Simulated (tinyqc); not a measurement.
Thermodynamics of metal silicides: hull, first phase, silicon consumed, nucleation and stability against SiO2. Changing the silicon available t_Si. Computed by tinyqc, a small Python program. Command: `OMP_NUM_THREADS=1 python tinyqc.py 3008840 3008841 out.jsonl silphase sweep`. One thread of a shared host (Intel(R) Xeon(R) Processor @ 2.30GHz), about 0.01 s of CPU time with the checks.

Entropies of formation of the solids are neglected, so heats stand for free energies. Si fractions: M2Si 0.3333, MSi 0.5000, MSi2 0.6667.

Inputs (values chosen for the exercise, of the order of those of nickel silicides for heats and volumes only): heat of formation of M2Si = -46.8 kJ/mol atoms; heat of formation of MSi = -42.4 kJ/mol atoms; heat of formation of MSi2 = -29.2 kJ/mol atoms; molar volume of M = 6.59 cm^3/mol; molar volume of Si = 12.06 cm^3/mol; metal thickness t = 6.4 nm.

Phases: M2Si, MSi, MSi2.

Method. A phase is stable if it lies below every straight line between a phase on its left and one on its right (M and Si at zero). Distance = its heat less the lowest such line, negative for a stable phase. Overall Si fraction x0 = (t_Si/V_Si)/(t_Si/V_Si + t/V_M). In equilibrium the two stable phases that bracket x0 share the atoms by the lever rule.

One run for each value:
```
silicon available t_Si (nm)  overall Si fraction x0  share of atoms in the Si-richer phase
1.92                                         0.1408                                 0.4225
5.28                                         0.3107                                 0.9322
8.64                                         0.4245                                 0.5471
12.00                                        0.5061                                 0.0364
15.40                                        0.5680                                 0.4080
18.70                                        0.6149                                 0.6893
22.10                                        0.6536                                 0.9217
25.40                                        0.6844                                 0.0532
28.80                                        0.7109                                 0.1327
```

Describe and explain the trends.

Over the rows, overall Si fraction x0 rises from 0.141 to 0.711 (exponent d ln y / d ln x 0.78 between the first rows and 0.30 between the last); share of atoms in the Si-richer phase lies between 0.0364 and 0.932 without a single trend. The share restarts from zero each time x0 passes the composition of a stable phase.

Extremes, crossings and ranges named in words are read from the listed rows.
